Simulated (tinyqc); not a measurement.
Classical nucleation, growth and JMAK kinetics of crystallisation from a melt or glass: one step, computed by the program tinyqc. Command: `OMP_NUM_THREADS=1 python tinyqc.py 3020588 3020589 out.jsonl nucl walk`. One thread of a shared host (Intel(R) Xeon(R) Processor @ 2.30GHz), about 0.01 s of CPU time with the checks.

A spherical nucleus cap on a flat wall with a sharp interface of isotropic energy gamma; lambda = Omega^(1/3) is the jump distance.

Task: Steady nucleation rate. Driving force per volume: dG = H [(T_m - T)/T_m] [2 T/(T_m + T)]. Shape factor f = (2 + cos theta)(1 - cos theta)^2/4. W(r) = f [4 pi r^2 gamma - (4/3) pi r^3 dG]; r* = 2 gamma/dG; W* = f 16 pi gamma^3/(3 dG^2); n* = f (4/3) pi r*^3/Omega. D = D0 exp(-Q/(k_B T)); attachment rate k+ = (A*/lambda^2) D/lambda^2 with A* = 2 pi r*^2 (1 - cos theta); Zeldovich factor Z = sqrt(W*/(3 pi k_B T))/n*; sites per volume N = S_v/lambda^2; I = N Z k+ exp(-W*/(k_B T)); lag time = 1/(4 pi Z^2 k+).

Inputs (values chosen for the exercise, for a model substance):

| quantity | value | unit |
|---|---|---|
| melting point T_m | 1180 | K |
| heat of melting per volume H | 1080 | J/cm^3 |
| interface energy gamma | 0.145 | J/m^2 |
| atomic volume Omega | 20.5 | angstrom^3 |
| temperature T | 971 | K |
| diffusion prefactor D0 | 2.1e-06 | m^2/s |
| activation energy Q | 1.95 | eV |
| contact angle theta | 100 | degrees |
| wall area per volume S_v | 2.9e+06 | 1/m |

Nucleation: on a flat wall. Driving force: Thompson-Spaepen.

Constants: k_B = 8.617333262e-05 eV/K; k_B = 1.380649e-23 J/K.

Give: diffusivity D; attachment rate k+; Zeldovich factor Z; sites N; nucleation rate I; lag time.

Result:

diffusivity D = 1.589e-16 m^2/s

attachment rate k+ = 5.889e+05 1/s

Zeldovich factor Z = 0.004798

sites N = 3.872e+25 1/m^3

nucleation rate I = 1.399e-06 1/(m^3 s)

lag time = 0.005868 s
